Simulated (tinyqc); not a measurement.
Precursor delivery by bubblers, mass-transport growth and the solid composition of a III-V alloy. Changing the total flow F_t. Computed by tinyqc, a small Python program. Command: `OMP_NUM_THREADS=1 python tinyqc.py 3005744 3005745 out.jsonl movpe_thermo sweep`. One thread of a shared host (Intel(R) Xeon(R) Processor @ 2.30GHz), about 0.01 s of CPU time with the checks.

1 sccm = 44.615 micromol/min; 1 torr = 133.322 Pa. The sources decompose fully at the surface.

Inputs (values chosen for the exercise, modelled on trimethylgallium (source 1) and trimethylindium (source 2) for the vapour pressures):
```
quantity,value,unit
bath temperature T1,259,K
bath temperature T2,302,K
bubbler pressure p_b,760,torr
carrier flow F1,5.2,sccm
carrier flow F2,43,sccm
group-V flow F_V,49,sccm
reactor pressure p,40,torr
growth temperature T,830,K
diffusivity at 273 K and 760 torr,0.33,cm^2/s
flow cross-section A,47,cm^2
distance from the leading edge z,12,cm
lattice constant a,5.94,angstrom
interaction L0 of the solid,21.6,kJ/mol
"log10 of p_B,eq over pure BC at 1000 K and 1 torr of group V (exaggerated: liquid indium has about -4.1)",-3.3,log10 torr
enthalpy of that equilibrium H,257,kJ/mol
```

Alloy: mixing on the group-III sites, with desorption of B.

constants a, b of source 1 (log10 torr, K): [8.095, 1703]

constants a, b of source 2 (log10 torr, K): [10.49, 3014]

Constants: k_B = 1.380649e-23 J/K; R = 8.314462618 J/(mol K).

Method:
- log10 p_v = a - b/T_bath; molar flow = F x 44.615 x p_v/(p_b - p_v) for a saturated bubbler.
- p_i = p n_i/(44615 F_t), F_t in slm; p_V = p F_V/(1000 F_t), counted per molecule supplied; V/III = 44.615 F_V/(n1 + n2); vapour fraction of source 2 = n2/(n1 + n2).
- Mean velocity u = (F_t/A)(760/p)(T/273); D = D0 (T/273)^1.75 (760/p); boundary layer delta = sqrt(pi D z/u); flux = D dp/(delta k_B T); growth rate = flux x a^3/4.
- A sticks fully. B desorbs: its surface pressure is p_B* = x gamma_B K/sqrt(p_V), ln gamma_B = L0 (1 - x)^2/(R T), K = 10^(log10 K at 1000 K) exp[-(H/R)(1/T - 1/1000)], p_V in torr. With equal diffusivities x = (p_2 - p_B*)/(p_1 + p_2 - p_B*). Growth rate = rate per torr x p_1/(1 - x).

One run for each value:
```
total flow F_t (slm),growth rate (micrometre/h),boundary layer delta (cm),velocity u (cm/s)
2.0,1.275,6.355,41.0
3.3,0.992,4.947,67.6
5.4,0.775,3.868,110.6
8.9,0.604,3.013,182.3
15.0,0.464,2.321,307.3
24.0,0.366,1.835,491.6
40.0,0.282,1.421,819.4
```

What does the table show, and why?

Over the rows, growth rate (micrometre/h) falls from 1.27 to 0.282 (exponent d ln y / d ln x about -0.50 throughout); boundary layer delta (cm) falls from 6.36 to 1.42 (exponent d ln y / d ln x about -0.50 throughout); velocity u (cm/s) rises from 41.0 to 819 (exponent d ln y / d ln x about 1.0 throughout). The exponent of growth rate stays between -0.51 and -0.50, near -0.50: dilution as 1/F_t against a thinner boundary layer.

Caution (rows 2.00, 3.30, 5.40, 8.90, 15.0, 24.0): the boundary layer is a quarter or more of the root of the cross-section, so it fills much of the channel and depletion along the flow matters. Caution (all rows): x lies inside the spinodal of the bulk alloy, 2 L0 x (1 - x) > R T; only kinetics or coherency strain keep such a layer uniform.

Extremes, crossings and ranges named in words are read from the listed rows.
